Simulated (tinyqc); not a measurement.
Power law or saturation: oxide trap near a transistor channel: two-state multiphonon kinetics, telegraph noise and bias instability. Computed by tinyqc, a small Python program. Command: `OMP_NUM_THREADS=1 python tinyqc.py 3006238 3006239 out.jsonl oxidetrap walk`. One thread of a shared host (Intel(R) Xeon(R) Processor @ 2.30GHz), about 0.01 s of CPU time with the checks.

An n-channel device under positive gate bias. The trap is empty (state 1) or holds an electron (state 2); both states are parabolas of equal curvature, and the electron reservoir is taken at the Fermi level of the channel.

Inputs (values chosen for the exercise, with an insulator like SiO2 on silicon): attempt rate k_0 at the interface = 2e+12 1/s; temperature T = 250 K; mean capture barrier mu_c = 0.97 eV; spread of the barriers s_c = 0.23 eV; saturation shift dV_max = 310 mV.

Parts treated: one trap and an ensemble.

Constants: k_B = 8.617333262e-05 eV/K.

Method. For a normal spread of capture barriers (given for the stress field, with depth and field not resolved, k_0 being taken as the effective rate of the ensemble), traps with barrier below k_B T ln(k_0 t) are filled: dV(t) = (dV_max/2) erfc((mu_c - k_B T ln(k_0 t))/(sqrt(2) s_c)); local exponent n = d ln dV/d ln t (central difference, factor 1.01 in t). The extrapolation continues the power law fitted through 10 s and 1000 s.

Against stress time:
```
t (s)     shift (mV)  local exponent  power law (mV)  shift at T + 50 K (mV)
1.00e-03        4.19         0.23995            6.72                   10.89
1.00e-01       11.64         0.20418           13.59                   30.41
1.00e+01       27.50         0.16963           27.50                   67.95
1.00e+03       55.64         0.13669           55.64                  123.52
1.00e+05       97.18         0.10592          112.56                  186.83
1.00e+07      148.25         0.07802          227.72                  242.32
3.00e+08      187.27         0.05974          383.19                  271.88
```

What does the comparison show, and why?

The exponent falls from 0.240 to 0.060 as the front climbs the distribution, so the power law overstates the shift at 3e8 s (about ten years) by a factor 2.05. Heating by 50 K raises the shift at 1000 s by a factor 2.22: time and temperature enter only through T ln(k_0 t).
